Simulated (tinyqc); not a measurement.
## Permittivity of the insulator from five potentials

Problem. A node lies on a semiconductor-insulator interface. Steps: hs = tb/2 down into the semiconductor, ho = tox/2 up into the insulator, hy = L/6 sideways. The flux balance of its box reads eox (hy/ho)(above - node) + eps_r (hy/hs)(below - node) + [(eps_r hs + eox ho)/(2 hy)](left + right - 2 node) - q Na (hs/2) hy/eps0 = 0. Find eox.

Parameters, values chosen for the exercise; semiconductor permittivity close to that of silicon:
```
symbol  value   unit                                     meaning
eps_r    11.5         relative permittivity of the semiconductor
tb          6     nm                     half the body thickness
tox       3.7     nm                         insulator thickness
L          25     nm                              channel length
Na          0  cm^-3       acceptor density of the depleted body
```

Constants: q = 1.602176634e-19 C, eps0 = 8.8541878128e-14 F/cm where lengths are in cm. Results are converted to the units shown.

psi (V): node 0.17373853, above 0.13554335, below 0.25550986, left 0.16982050, right 0.24264818

Solution. The balance is linear in eox.

eox = 22.00

Numbers from tinyqc (`OMP_NUM_THREADS=1 python tinyqc.py 2480134 2480135 out.jsonl`; about 0.1 s on one thread of a shared Intel Xeon 2.30GHz).
